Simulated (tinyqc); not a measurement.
Inside a calculation (part 1 of 2). Method: UKS/BP86 in the 6-31g basis, for H2-, spin multiplicity 2. The basis has no diffuse functions, so it cannot describe the extra electron: this is an exercise in the method, not the real anion. Computed by tinyqc, a small Python program that keeps every step (integrals from PySCF). Settings: charge = -1, multiplicity = 2, basis = 6-31g, energy threshold = 1e-10, iteration cap = 78, orthogonalisation = symmetric, start = atomic densities, DIIS depth = 0, damping = 0.5, method = UKS, functional = b88,p86, grid = [20, 14]. Command: `OMP_NUM_THREADS=1 python tinyqc.py 30821 30822 out.jsonl` (the two numbers bound the seeds that draw the settings). One thread of a shared host (Intel(R) Xeon(R) Processor @ 2.60GHz), about 1 s of CPU time with the checks. Later iterations appear only in the table of the cycle.

## One-electron integrals

Geometry (angstrom):
```
atom         x         y         z
H     0.000000  0.000000  0.000000
H     0.000000  0.000000  1.168000
```

Basis 6-31g: exponents (1/bohr^2) and contraction coefficients of normalised primitives:
```
element  l (shell)   exponent  coefficient
H            s (1)  18.731137     0.033495
H            s (1)   2.825394     0.234727
H            s (1)   0.640122     0.813757
H            s (2)   0.161278     1.000000
```

Overlap, kinetic and nuclear-attraction integrals over the contracted functions; the nuclear repulsion is the sum of Za Zb / Rab.

nuclear repulsion = 0.45306268 hartree

overlap S:
```
          1H 1s     1H 2s     2H 1s     2H 2s
1H 1s  1.000000  0.658292  0.160434  0.347090
1H 2s  0.658292  1.000000  0.347090  0.675129
2H 1s  0.160434  0.347090  1.000000  0.658292
2H 2s  0.347090  0.675129  0.658292  1.000000
```

kinetic energy T (hartree):
```
           1H 1s     1H 2s      2H 1s     2H 2s
1H 1s   1.395678  0.259735  -0.029576  0.078231
1H 2s   0.259735  0.241917   0.078231  0.120550
2H 1s  -0.029576  0.078231   1.395678  0.259735
2H 2s   0.078231  0.120550   0.259735  0.241917
```

nuclear attraction V (hartree):
```
           1H 1s      1H 2s      2H 1s      2H 2s
1H 1s  -2.106170  -1.039182  -0.283499  -0.559645
1H 2s  -1.039182  -1.059362  -0.559645  -0.764197
2H 1s  -0.283499  -0.559645  -2.106170  -1.039182
2H 2s  -0.559645  -0.764197  -1.039182  -1.059362
```

core Hamiltonian H = T + V (hartree):
```
           1H 1s      1H 2s      2H 1s      2H 2s
1H 1s  -0.710491  -0.779447  -0.313075  -0.481413
1H 2s  -0.779447  -0.817446  -0.481413  -0.643647
2H 1s  -0.313075  -0.481413  -0.710491  -0.779447
2H 2s  -0.481413  -0.643647  -0.779447  -0.817446
```

## Two-electron integrals

Functions are numbered as in S; the eight-fold symmetry (ij|kl) = (ji|kl) = (kl|ij) leaves the list below.

Two-electron integrals (ij|kl) in chemists' order, unique and non-zero (hartree):
```
(11|11) 1.076566   (21|11) 0.578470   (21|21) 0.329423   (22|11) 0.587396
(22|21) 0.361304   (22|22) 0.453150   (31|11) 0.121323   (31|21) 0.071862
(31|22) 0.083435   (31|31) 0.023575   (32|11) 0.181795   (32|21) 0.114907
(32|22) 0.150877   (32|31) 0.042027   (32|32) 0.090535   (33|11) 0.450122
(33|21) 0.292217   (33|22) 0.405606   (33|31) 0.121323   (33|32) 0.294017
(33|33) 1.076566   (41|11) 0.294017   (41|21) 0.168852   (41|22) 0.187686
(41|31) 0.042027   (41|32) 0.069334   (41|33) 0.181795   (41|41) 0.090535
(42|11) 0.356822   (42|21) 0.222308   (42|22) 0.287031   (42|31) 0.062207
(42|32) 0.123479   (42|33) 0.356822   (42|41) 0.123479   (42|42) 0.206546
(43|11) 0.292217   (43|21) 0.188380   (43|22) 0.259594   (43|31) 0.071862
(43|32) 0.168852   (43|33) 0.578470   (43|41) 0.114907   (43|42) 0.222308
(43|43) 0.329423   (44|11) 0.405606   (44|21) 0.259594   (44|22) 0.357918
(44|31) 0.083435   (44|32) 0.187686   (44|33) 0.587396   (44|41) 0.150877
(44|42) 0.287031   (44|43) 0.361304   (44|44) 0.453150
```

## Orthogonalisation

S = U s U^T; symmetric (Loewdin) form X = U s^(-1/2) U^T, so that X^T S X = 1.

eigenvalues of S: 0.178394  0.379985  0.986043  2.455578

X:
```
           1H 1s      1H 2s      2H 1s      2H 2s
1H 1s   1.253010  -0.500463  -0.000797   0.023785
1H 2s  -0.500463   1.564520   0.023785  -0.556337
2H 1s  -0.000797   0.023785   1.253010  -0.500463
2H 2s   0.023785  -0.556337  -0.500463   1.564520
```

## Starting guess

The start is atomic minimal-basis densities projected into this basis (PySCF's MINAO start) and scaled to the electron count of each spin; this density is not idempotent, so its energy is not variational and may lie below the converged one.

D(alpha) at the start:
```
           1H 1s     1H 2s      2H 1s     2H 2s
1H 1s   0.270865  0.296582  -0.009764  0.003156
1H 2s   0.296582  0.325449   0.003156  0.018644
2H 1s  -0.009764  0.003156   0.270865  0.296582
2H 2s   0.003156  0.018644   0.296582  0.325449
```

D(beta) at the start:
```
           1H 1s     1H 2s      2H 1s     2H 2s
1H 1s   0.135432  0.148291  -0.004882  0.001578
1H 2s   0.148291  0.162725   0.001578  0.009322
2H 1s  -0.004882  0.001578   0.135432  0.148291
2H 2s   0.001578  0.009322   0.148291  0.162725
```

## Iteration 1: exchange-correlation on the grid

Becke grid with 20 radial and 14 angular points per atom, points of zero weight dropped. rho = sum D_ij phi_i phi_j; V_xc,ij = sum w v_xc phi_i phi_j plus the gradient terms; v_xc is d(rho eps)/d rho(s) for spin s at fixed gradient.

The 12 grid points with the largest w rho, of 548 (bohr, atomic units):
```
x                  y          z         w  rho(alpha)  rho(beta)     eps_xc  v_xc(alpha)
-0.710262   0.710262   0.710262  0.411059    0.035786   0.017893  -0.345047    -0.441394
0.710262    0.710262   0.710262  0.411059    0.035786   0.017893  -0.345047    -0.441394
-0.710262  -0.710262   0.710262  0.411059    0.035786   0.017893  -0.345047    -0.441394
0.710262   -0.710262   0.710262  0.411059    0.035786   0.017893  -0.345047    -0.441394
-0.710262  -0.710262   1.496938  0.411059    0.035786   0.017893  -0.345047    -0.441394
0.710262   -0.710262   1.496938  0.411059    0.035786   0.017893  -0.345047    -0.441394
0.710262    0.710262   1.496938  0.411059    0.035786   0.017893  -0.345047    -0.441394
-0.710262   0.710262   1.496938  0.411059    0.035786   0.017893  -0.345047    -0.441394
-0.710262   0.710262  -0.710262  0.473991    0.028201   0.014101  -0.329167    -0.402462
0.710262   -0.710262  -0.710262  0.473991    0.028201   0.014101  -0.329167    -0.402462
0.710262    0.710262  -0.710262  0.473991    0.028201   0.014101  -0.329167    -0.402462
-0.710262  -0.710262  -0.710262  0.473991    0.028201   0.014101  -0.329167    -0.402462
```

electrons on the grid, sum of w rho = 3.007816

E_xc = sum of w rho eps_xc = -1.06994545 hartree

V_xc(alpha) (hartree):
```
           1H 1s      1H 2s      2H 1s      2H 2s
1H 1s  -0.612009  -0.330660  -0.086889  -0.177012
1H 2s  -0.330660  -0.340675  -0.177012  -0.245454
2H 1s  -0.086889  -0.177012  -0.612009  -0.330660
2H 2s  -0.177012  -0.245454  -0.330660  -0.340675
```

V_xc(beta) (hartree):
```
           1H 1s      1H 2s      2H 1s      2H 2s
1H 1s  -0.531526  -0.286524  -0.075126  -0.153290
1H 2s  -0.286524  -0.295634  -0.153290  -0.212735
2H 1s  -0.075126  -0.153290  -0.531526  -0.286524
2H 2s  -0.153290  -0.212735  -0.286524  -0.295634
```

## Iteration 1: building the Kohn-Sham matrix

J_ij = sum D_kl (ij|kl) with D = D(alpha) + D(beta); F = H + J + V_xc; E = tr D H + tr D J / 2 + E_xc + E_nn.

Coulomb J (hartree):
```
          1H 1s     1H 2s     2H 1s     2H 2s
1H 1s  1.900645  1.130592  0.311510  0.618261
1H 2s  1.130592  1.368653  0.618261  0.977856
2H 1s  0.311510  0.618261  1.900645  1.130592
2H 2s  0.618261  0.977856  1.130592  1.368653
```

F(alpha) (hartree):
```
           1H 1s      1H 2s      2H 1s      2H 2s
1H 1s   0.578145   0.020486  -0.088453  -0.040165
1H 2s   0.020486   0.210532  -0.040165   0.088756
2H 1s  -0.088453  -0.040165   0.578145   0.020486
2H 2s  -0.040165   0.088756   0.020486   0.210532
```

F(beta) (hartree):
```
           1H 1s      1H 2s      2H 1s      2H 2s
1H 1s   0.658628   0.064621  -0.076690  -0.016443
1H 2s   0.064621   0.255573  -0.016443   0.121474
2H 1s  -0.076690  -0.016443   0.658628   0.064621
2H 2s  -0.016443   0.121474   0.064621   0.255573
```

total energy of this density = -0.94035543 hartree

This density is the starting one; it is not idempotent, so its energy is not variational and may lie below the converged one.

## Iteration 1: diagonalisation and new density

Diagonalise F' = X^T F X, C = X C', fill 2 alpha and 1 beta electrons from the bottom; D(s) = C_occ C_occ^T; the new density keeps 0.5 of the old one (damping). Each column has its largest component positive (the first on a tie).

F' = X^T F X (alpha) (hartree):
```
           1          2          3          4
1   0.930502  -0.430528  -0.071147  -0.034919
2  -0.430528   0.515241  -0.034919  -0.080851
3  -0.071147  -0.034919   0.930502  -0.430528
4  -0.034919  -0.080851  -0.430528   0.515241
```

orbital energies (alpha) (hartree): MO1 0.135219, MO2 0.354320, MO3 1.158526, MO4 1.243422

coefficients C (alpha):
```
            MO1        MO2        MO3        MO4
1H 1s  0.195220   0.146013   0.927103  -0.949796
1H 2s  0.417446   1.086319  -0.669004   1.098338
2H 1s  0.195220  -0.146013   0.927103   0.949796
2H 2s  0.417446  -1.086319  -0.669004  -1.098338
```

F' = X^T F X (beta) (hartree):
```
           1          2          3          4
1   1.013445  -0.425690  -0.072785  -0.031102
2  -0.425690   0.547089  -0.031102  -0.077923
3  -0.072785  -0.031102   1.013445  -0.425690
4  -0.031102  -0.077923  -0.425690   0.547089
```

orbital energies (beta) (hartree): MO1 0.190874, MO2 0.398587, MO3 1.218952, MO4 1.312655

coefficients C (beta):
```
            MO1        MO2        MO3        MO4
1H 1s  0.172831   0.119729   0.931536  -0.953466
1H 2s  0.433440   1.116235  -0.658754   1.067920
2H 1s  0.172831  -0.119729   0.931536   0.953466
2H 2s  0.433440  -1.116235  -0.658754  -1.067920
```

D(alpha) after iteration 1:
```
           1H 1s      1H 2s      2H 1s      2H 2s
1H 1s   0.165148   0.268346   0.003513  -0.036984
1H 2s   0.268346   0.839900  -0.036984  -0.493592
2H 1s   0.003513  -0.036984   0.165148   0.268346
2H 2s  -0.036984  -0.493592   0.268346   0.839900
```

D(beta) after iteration 1:
```
          1H 1s     1H 2s     2H 1s     2H 2s
1H 1s  0.082652  0.111601  0.012494  0.038245
1H 2s  0.111601  0.175297  0.038245  0.098596
2H 1s  0.012494  0.038245  0.082652  0.111601
2H 2s  0.038245  0.098596  0.111601  0.175297
```

## Iteration 2: exchange-correlation on the grid

As before.

The 12 grid points with the largest w rho, of 548 (bohr, atomic units):
```
x                  y          z         w  rho(alpha)  rho(beta)     eps_xc  v_xc(alpha)
-0.921978   0.921978  -0.921978  0.968578    0.015621   0.006262  -0.271240    -0.334731
0.921978   -0.921978  -0.921978  0.968578    0.015621   0.006262  -0.271240    -0.334731
-0.921978  -0.921978  -0.921978  0.968578    0.015621   0.006262  -0.271240    -0.334731
0.921978    0.921978  -0.921978  0.968578    0.015621   0.006262  -0.271240    -0.334731
-0.921978  -0.921978   3.129178  0.968578    0.015621   0.006262  -0.271240    -0.334731
0.921978   -0.921978   3.129178  0.968578    0.015621   0.006262  -0.271240    -0.334731
0.921978    0.921978   3.129178  0.968578    0.015621   0.006262  -0.271240    -0.334731
-0.921978   0.921978   3.129178  0.968578    0.015621   0.006262  -0.271240    -0.334731
0.710262    0.710262   1.496938  0.411059    0.030005   0.019489  -0.331688    -0.422091
-0.710262   0.710262   1.496938  0.411059    0.030005   0.019489  -0.331688    -0.422091
0.710262   -0.710262   1.496938  0.411059    0.030005   0.019489  -0.331688    -0.422091
-0.710262  -0.710262   1.496938  0.411059    0.030005   0.019489  -0.331688    -0.422091
```

electrons on the grid, sum of w rho = 3.013902

E_xc = sum of w rho eps_xc = -0.95884539 hartree

V_xc(alpha) (hartree):
```
           1H 1s      1H 2s      2H 1s      2H 2s
1H 1s  -0.575689  -0.318210  -0.081474  -0.168657
1H 2s  -0.318210  -0.343700  -0.168657  -0.242678
2H 1s  -0.081474  -0.168657  -0.575689  -0.318210
2H 2s  -0.168657  -0.242678  -0.318210  -0.343700
```

V_xc(beta) (hartree):
```
           1H 1s      1H 2s      2H 1s      2H 2s
1H 1s  -0.506230  -0.279906  -0.074347  -0.151099
1H 2s  -0.279906  -0.302423  -0.151099  -0.217703
2H 1s  -0.074347  -0.151099  -0.506230  -0.279906
2H 2s  -0.151099  -0.217703  -0.279906  -0.302423
```

## Iteration 2: building the Kohn-Sham matrix

As before.

Coulomb J (hartree):
```
          1H 1s     1H 2s     2H 1s     2H 2s
1H 1s  1.771235  1.066961  0.290572  0.581442
1H 2s  1.066961  1.318050  0.581442  0.936933
2H 1s  0.290572  0.581442  1.771235  1.066961
2H 2s  0.581442  0.936933  1.066961  1.318050
```

F(alpha) (hartree):
```
           1H 1s      1H 2s      2H 1s      2H 2s
1H 1s   0.485055  -0.030696  -0.103976  -0.068628
1H 2s  -0.030696   0.156905  -0.068628   0.050608
2H 1s  -0.103976  -0.068628   0.485055  -0.030696
2H 2s  -0.068628   0.050608  -0.030696   0.156905
```

F(beta) (hartree):
```
           1H 1s      1H 2s      2H 1s      2H 2s
1H 1s   0.554513   0.007608  -0.096849  -0.051070
1H 2s   0.007608   0.198181  -0.051070   0.075584
2H 1s  -0.096849  -0.051070   0.554513   0.007608
2H 2s  -0.051070   0.075584   0.007608   0.198181
```

total energy of this density = -0.98240753 hartree

This density is a damped mixture and is not idempotent, and it still holds part of the atomic start, so its energy may lie below the converged one.

## Iteration 2: diagonalisation and new density

As before.

F' = X^T F X (alpha) (hartree):
```
           1          2          3          4
1   0.834297  -0.434611  -0.071025  -0.040545
2  -0.434611   0.474321  -0.040545  -0.081342
3  -0.071025  -0.040545   0.834297  -0.434611
4  -0.040545  -0.081342  -0.434611   0.474321
```

orbital energies (alpha) (hartree): MO1 0.068173, MO2 0.299385, MO3 1.088078, MO4 1.161600

coefficients C (alpha):
```
            MO1        MO2        MO3        MO4
1H 1s  0.221422   0.172590   0.921196  -0.945329
1H 2s  0.398314   1.055093  -0.680568   1.128368
2H 1s  0.221422  -0.172590   0.921196   0.945329
2H 2s  0.398314  -1.055093  -0.680568  -1.128368
```

F' = X^T F X (beta) (hartree):
```
           1          2          3          4
1   0.906121  -0.430893  -0.074396  -0.038598
2  -0.430893   0.512006  -0.038598  -0.087978
3  -0.074396  -0.038598   0.906121  -0.430893
4  -0.038598  -0.087978  -0.430893   0.512006
```

orbital energies (beta) (hartree): MO1 0.116041, MO2 0.354250, MO3 1.139713, MO4 1.226251

coefficients C (beta):
```
            MO1        MO2        MO3        MO4
1H 1s  0.203847   0.156486   0.925244  -0.948127
1H 2s  0.411197   1.074132  -0.672863   1.110259
2H 1s  0.203847  -0.156486   0.925244   0.948127
2H 2s  0.411197  -1.074132  -0.672863  -1.110259
```

D(alpha) after iteration 2:
```
           1H 1s      1H 2s      2H 1s      2H 2s
1H 1s   0.121981   0.269320   0.011377  -0.065443
1H 2s   0.269320   1.055888  -0.065443  -0.724080
2H 1s   0.011377  -0.065443   0.121981   0.269320
2H 2s  -0.065443  -0.724080   0.269320   1.055888
```

D(beta) after iteration 2:
```
          1H 1s     1H 2s     2H 1s     2H 2s
1H 1s  0.062103  0.097711  0.027024  0.061033
1H 2s  0.097711  0.172190  0.061033  0.133839
2H 1s  0.027024  0.061033  0.062103  0.097711
2H 2s  0.061033  0.133839  0.097711  0.172190
```

## Iteration 31 (converged): orbitals

converged F(alpha) (hartree):
```
           1H 1s      1H 2s      2H 1s      2H 2s
1H 1s   0.436470  -0.058220  -0.111815  -0.083525
1H 2s  -0.058220   0.128415  -0.083525   0.030534
2H 1s  -0.111815  -0.083525   0.436470  -0.058220
2H 2s  -0.083525   0.030534  -0.058220   0.128415
```

converged F(beta) (hartree):
```
           1H 1s      1H 2s      2H 1s      2H 2s
1H 1s   0.494147  -0.026070  -0.109944  -0.072467
1H 2s  -0.026070   0.165312  -0.072467   0.048074
2H 1s  -0.109944  -0.072467   0.494147  -0.026070
2H 2s  -0.072467   0.048074  -0.026070   0.165312
```

Diagonalise F' = X^T F X, C = X C', fill 2 alpha and 1 beta electrons from the bottom; D(s) = C_occ C_occ^T. Each column has its largest component positive (the first on a tie).

F' = X^T F X (alpha) (hartree):
```
           1          2          3          4
1   0.784979  -0.438152  -0.070575  -0.043179
2  -0.438152   0.453129  -0.043179  -0.081559
3  -0.070575  -0.043179   0.784979  -0.438152
4  -0.043179  -0.081559  -0.438152   0.453129
```

orbital energies (alpha) (hartree): MO1 0.032044, MO2 0.268808, MO3 1.053931, MO4 1.121435

coefficients C (alpha):
```
            MO1        MO2        MO3        MO4
1H 1s  0.234952   0.187569   0.917839  -0.942471
1H 2s  0.388257   1.037055  -0.686355   1.144968
2H 1s  0.234952  -0.187569   0.917839   0.942471
2H 2s  0.388257  -1.037055  -0.686355  -1.144968
```

F' = X^T F X (beta) (hartree):
```
           1          2          3          4
1   0.844722  -0.434984  -0.076155  -0.043687
2  -0.434984   0.494547  -0.043687  -0.095645
3  -0.076155  -0.043687   0.844722  -0.434984
4  -0.043687  -0.095645  -0.434984   0.494547
```

orbital energies (beta) (hartree): MO1 0.070618, MO2 0.330739, MO3 1.096850, MO4 1.180331

coefficients C (beta):
```
            MO1        MO2        MO3        MO4
1H 1s  0.222830   0.180983   0.920857  -0.943758
1H 2s  0.397274   1.045025  -0.681176   1.137699
2H 1s  0.222830  -0.180983   0.920857   0.943758
2H 2s  0.397274  -1.045025  -0.681176  -1.137699
```

D(alpha) after iteration 31:
```
           1H 1s      1H 2s      2H 1s      2H 2s
1H 1s   0.090385   0.285741   0.020021  -0.103297
1H 2s   0.285741   1.226227  -0.103297  -0.924739
2H 1s   0.020021  -0.103297   0.090385   0.285741
2H 2s  -0.103297  -0.924739   0.285741   1.226227
```

D(beta) after iteration 31:
```
          1H 1s     1H 2s     2H 1s     2H 2s
1H 1s  0.049653  0.088524  0.049653  0.088524
1H 2s  0.088524  0.157826  0.088524  0.157826
2H 1s  0.049653  0.088524  0.049653  0.088524
2H 2s  0.088524  0.157826  0.088524  0.157826
```

## Convergence

Stop when the energy changes by less than 1e-10 hartree and every element of the error matrix X^T (F D S - S D F) X (for each spin) is below 3e-06.

Course of the cycle:
```
iteration  E (hartree)     change  largest element of the error matrix
1          -0.94035543          -                             1.69e-01
2          -0.98240753  -4.21e-02                             5.73e-02
3          -0.99933807  -1.69e-02                             1.92e-02
4          -1.00737861  -8.04e-03                             7.49e-03
5          -1.01137182  -3.99e-03                             4.68e-03
6          -1.01337159  -2.00e-03                             2.74e-03
7          -1.01437383  -1.00e-03                             1.55e-03
8          -1.01487578  -5.02e-04                             8.54e-04
9          -1.01512700  -2.51e-04                             4.66e-04
10         -1.01525268  -1.26e-04                             2.53e-04
11         -1.01531555  -6.29e-05                             1.37e-04
12         -1.01534698  -3.14e-05                             7.41e-05
13         -1.01536270  -1.57e-05                             4.02e-05
14         -1.01537056  -7.86e-06                             2.19e-05
...                ...        ...                                  ...
18         -1.01537793  -4.91e-07                             2.01e-06
19         -1.01537818  -2.46e-07                             1.12e-06
20         -1.01537830  -1.23e-07                             6.28e-07
21         -1.01537836  -6.14e-08                             3.53e-07
22         -1.01537839  -3.07e-08                             2.00e-07
23         -1.01537841  -1.54e-08                             1.13e-07
24         -1.01537842  -7.68e-09                             6.46e-08
25         -1.01537842  -3.84e-09                             3.69e-08
26         -1.01537842  -1.92e-09                             2.12e-08
27         -1.01537842  -9.60e-10                             1.22e-08
28         -1.01537843  -4.80e-10                             7.01e-09
29         -1.01537843  -2.40e-10                             4.05e-09
30         -1.01537843  -1.20e-10                             2.34e-09
31         -1.01537843  -6.00e-11                             1.36e-09
```

PySCF UKS in the same basis, fine grid, after a stability check = -1.01257450 hartree

Converged in 31 iterations. The coarse grid moves the energy by -2.80e-03 hartree.
